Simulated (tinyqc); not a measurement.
Koster-Slater impurity in an sp3s* host: one step. A first estimate from the table. Two cases, with inputs chosen for the exercise.

Task: A defect that shifts the p level of its cation site by V has a level where the host Green function G_p(E) equals 1/V; E is counted from the top of the valence band. Find it by linear interpolation between the two rows that bracket it.

Case 1.

Values chosen (out of a larger set: near a published set for diamond; not measured data): V = 72.5 eV (shift of the p levels).

G(E) (1/eV):
```
E (eV)           G_s         G_p
0.000000  -0.0039884   0.0490734
0.661447  -0.0082045   0.0294639
1.322895  -0.0127403   0.0170758
1.984342  -0.0178445   0.0066871
2.645789  -0.0238579  -0.0030820
3.307236  -0.0313521  -0.0131772
3.968684  -0.0414656  -0.0248052
4.630131  -0.0571296  -0.0406829
5.291578  -0.0955428  -0.0787894
```

Case 2.

Values chosen (out of a larger set: near a published set for InP; not measured data): V = -7.7 eV (shift of the p levels).

G(E) (1/eV):
```
E (eV)           G_s         G_p
0.000000  -0.0857862   0.0031916
0.176519  -0.1018863  -0.0377745
0.353038  -0.1195367  -0.0652143
0.529557  -0.1394388  -0.0890629
0.706076  -0.1624819  -0.1118827
0.882595  -0.1899275  -0.1352161
1.059114  -0.2237180  -0.1604942
1.235633  -0.2671095  -0.1895148
1.412152  -0.3262127  -0.2251093
```

Give: 1/V; estimated level.

Result:

Case 1.

1/V = 0.01379 1/eV
estimated level = 1.532 eV

Case 2.

1/V = -0.12987 1/eV
estimated level = 0.842 eV

Computed by tinyqc, one run a case: `OMP_NUM_THREADS=1 python tinyqc.py N N+1 out.jsonl` with N = 1482034, 1482079; one thread of a shared Intel(R) Xeon(R) Processor @ 2.30GHz, about 0.03 s a run at most.
